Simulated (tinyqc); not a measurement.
Born-von Karman spring model of a cubic crystal with one atom per cell: one step, computed by the program tinyqc. Command: `OMP_NUM_THREADS=1 python tinyqc.py 3000861 3000862 out.jsonl springs walk`. One thread of a shared host (Intel(R) Xeon(R) Processor @ 2.30GHz), about 0.1 s of CPU time with the checks.

First neighbours lie at a (1,0,0) (6 of them), second at a (1,1,0) (12), with all permutations and signs; the volume per atom is Omega = a^3.

Question. Dynamical matrix at q. A neighbour at R with unit vector n couples by the matrix K(R) = kL n n^T + kT (1 - n n^T), and D(q) = (1/M) sum_R K(R) [1 - cos(q.R)].

Inputs (values chosen for the exercise, for a model crystal): atomic mass M = 149 u; radial spring k1L = 1.18 eV/angstrom^2; transverse spring k1T = 0 eV/angstrom^2; radial spring k2L = 0.27 eV/angstrom^2; transverse spring k2T = 0 eV/angstrom^2.

Lattice: sc.

wave vector q (2 pi/a): [0.6, 0.16, 0.18]

Give: D(q).

Answer.

D(q) (eV/(angstrom^2 u)), rows x, y, z:
```
[[0.03872, -0.00180, -0.00193],
 [-0.00180, 0.01534, 0.00277],
 [-0.00193, 0.00277, 0.01676]]
```
